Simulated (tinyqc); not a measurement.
What each value does: bond-orbital model of a tetrahedral semiconductor (Harrison's universal couplings).

Hybrid level eh = (es + 3 ep)/4; metallic energy V1 = (ep - es)/4 for each atom; covalent energy V2 = 3.22 hbar^2/(m d^2); polar energy V3 = (ehc - eha)/2; hbar^2/m = 2c, c = hbar^2/2m0. Polarity ap = V3/sqrt(V2^2 + V3^2), covalency ac = V2/sqrt(V2^2 + V3^2). p-p coupling at Gamma Exx = (4/3)(2.22 - 2 x 0.63) hbar^2/(m d^2) = 1.28 hbar^2/(m d^2), s-s coupling Ess = 4 x 1.32 hbar^2/(m d^2).

Constants: hbar^2/2m0 = 3.80998211 eV angstrom^2.

Parameters, chosen for this exercise (near tabulated values for Si; the model gives trends, and its gaps can be far from the real ones; not measured data):
- esc = -14.97 eV (s level, cation)
- epc = -7.51 eV (p level, cation)
- esa = -14.97 eV (s level, anion)
- epa = -7.51 eV (p level, anion)
- d = 2.36 angstrom (bond length)

The bond-antibond splitting is 2 sqrt(V2^2 + V3^2). E0 is the upper root of [[esa, 5.28 u], [5.28 u, esc]] less the lower root of [[epa, 1.28 u], [1.28 u, epc]], u = hbar^2/(m d^2).

One parameter was then changed.

Results before and after:

| case | ap | bond-antibond splitting (eV) | Ev (eV) | E0 (eV) |
|---|---|---|---|---|
| base | 0.0000 | 8.811 | -9.261 | 1.515 |
| changed | -0.0425 | 8.819 | -9.029 | 1.283 |

Which of these changes was made? (a) epa = -7.01 eV; (b) esa = -14.47 eV; (c) d = 2.41 angstrom; (d) epc = -7.01 eV; (e) esc = -14.47 eV.

Answer: (a) epa = -7.01 eV. Of the candidates, run in turn, only this one gives the changed row.

All candidates:

| case | ap | bond-antibond splitting (eV) | Ev (eV) | E0 (eV) |
|---|---|---|---|---|
| base | 0.0000 | 8.811 | -9.261 | 1.515 |
| esc = -14.47 eV | 0.0142 | 8.812 | -9.261 | 1.769 |
| epc = -7.01 eV | 0.0425 | 8.819 | -9.029 | 1.283 |
| esa = -14.47 eV | -0.0142 | 8.812 | -9.261 | 1.769 |
| epa = -7.01 eV | -0.0425 | 8.819 | -9.029 | 1.283 |
| d = 2.41 angstrom | 0.0000 | 8.449 | -9.189 | 1.146 |

Run: tinyqc, `OMP_NUM_THREADS=1 python tinyqc.py 1480098 1480099 out.jsonl`; Intel(R) Xeon(R) Processor @ 2.30GHz, one thread, shared host; about 0.01 s of CPU time with all checks.
